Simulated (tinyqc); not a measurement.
Random alloy fluctuations: inter-valley coupling by envelope functions against a chain of atomic planes.

Chain: E(phi) = e0 + 2 v cos(phi) + 2 u cos(2 phi), cos(phi0) = -v/(4u), e0 = 2u + v^2/(4u); plane j = 0, 1, ... has the potential V_j = dE x_j + F (j - 30) a/4 (1 MV/m = 1e-4 V/angstrom). There are 30 barrier planes a side; with y = j - 29.5, x_j = xb (f(y) + f(Nw - y)), f(y) = 1/(1 + exp(y/L)), plus any Ge added in the well. The valley splitting is the spacing of the two lowest levels. Envelope theory: F_j solves a one-valley chain with hopping -b and diagonal 2b + V_j, b = 4u sin^2(phi0), sum F_j^2 = 1; the valleys couple by Dv = sum_j F_j^2 V_j exp(-2 i phi0 j) and split by 2|Dv|.

Inputs chosen for the exercise (near those of the Delta valleys of silicon in a SiGe well; not measured data): a = 5.431 angstrom (lattice constant; planes lie a/4 apart); u = 0.632 eV (second-neighbour hopping); v = 0.599 eV (nearest hopping); Nw = 51 (planes in the well); L = 1 planes (interface width); xb = 0.33 (Ge fraction of the barriers); dE = 0.6 eV (offset per unit Ge fraction); F = 5 MV/m (field); x0 = 7717 (start of the number sequence); na = 4000 (atoms a plane under the dot).

A uniform fraction x is added on all planes. Each plane j then fluctuates by q sqrt(x_j (1 - x_j)/na) in Ge fraction, q = sqrt12 (z/2147483647 - 1/2) with z(new) = 16807 z mod 2147483647 from x0, restarted for each row; 24 samples. Theory: Dv is a complex Gaussian with sigma^2 = dE^2 sum F_j^4 x_j (1 - x_j)/na, and the mean splitting is sqrt(pi) sigma if the smooth part is negligible.

Splitting (micro-eV):
```
x     sigma  sqrt(pi) sigma  mean of 24  least  largest
0.00   28.8            51.0        52.5    5.8    111.5
0.01  164.1           290.8       295.3   41.5    719.5
0.02  229.1           406.0       410.6   49.7   1027.1
0.05  354.9           629.1       634.1   73.1   1618.2
0.10  487.8           864.6       869.9  103.7   2239.6
```

How do the results move, and what explains it?

Without added Ge the disorder sits in the barriers, where the state is small: mean 52.5 micro-eV, against 2.0 for the smooth well. With 5 % Ge in the well the mean is 634, theory 629, with a statistical error of about 11 % for 24 samples; the miss is +1 %, and since every row reuses one sequence the rows with added Ge miss alike. The spread grows with the mean: at 5 % the samples run from 73 to 1618, so small splittings remain possible. sigma falls as 1/sqrt(na) for larger dots. A chain with one orbital a plane has no Bloch-function factor, which scales all these couplings down in fuller models.

Computed by tinyqc, a small Python program: `OMP_NUM_THREADS=1 python tinyqc.py 1481326 1481327 out.jsonl` (the numbers bound the seed that draws the inputs); one thread of a shared host (Intel(R) Xeon(R) Processor @ 2.30GHz), about 0.05 s for the whole set of steps.
